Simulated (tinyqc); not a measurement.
Inside a calculation. Method: CCD on RHF in the 6-31g basis, for H2, spin multiplicity 1. One step of it, computed by the program tinyqc.

Problem. Iteration 4 (converged): orbitals. Diagonalise F' = X^T F X, C = X C', fill 1 alpha and 1 beta electrons from the bottom; D = 2 C_occ C_occ^T. Each column has its largest component positive (the first on a tie).

converged F (hartree), lower triangle:
```
,1H 1s,1H 2s,2H 1s,2H 2s
1H 1s,0.121274
1H 2s,-0.401530,-0.294725
2H 1s,-0.353271,-0.378465,0.121274
2H 2s,-0.378465,-0.346745,-0.401530,-0.294725
```

X, lower triangle:
```
,1H 1s,1H 2s,2H 1s,2H 2s
1H 1s,1.252972
1H 2s,-0.500057,1.587632
2H 1s,-0.009322,0.024913,1.252972
2H 2s,0.024913,-0.583206,-0.500057,1.587632
```

Give: F' = X^T F X; orbital energies; coefficients C; D after iteration 4.

Solution.

F' = X^T F X (hartree), lower triangle:
```
,1,2,3,4
1,0.6096
2,-0.5753,0.2367
3,-0.1914,-0.1319,0.6096
4,-0.1319,-0.1918,-0.5753,0.2367
```

orbital energies (hartree): MO1 -0.4998, MO2 0.1339, MO3 0.9630, MO4 1.0956

coefficients C:
```
,MO1,MO2,MO3,MO4
1H 1s,0.2705,0.1848,0.9017,-0.9489
1H 2s,0.3576,1.0730,-0.6996,1.1587
2H 1s,0.2705,-0.1848,0.9017,0.9489
2H 2s,0.3576,-1.0730,-0.6996,-1.1587
```

D after iteration 4, lower triangle:
```
,1H 1s,1H 2s,2H 1s,2H 2s
1H 1s,0.1464
1H 2s,0.1935,0.2558
2H 1s,0.1464,0.1935,0.1464
2H 2s,0.1935,0.2558,0.1935,0.2558
```
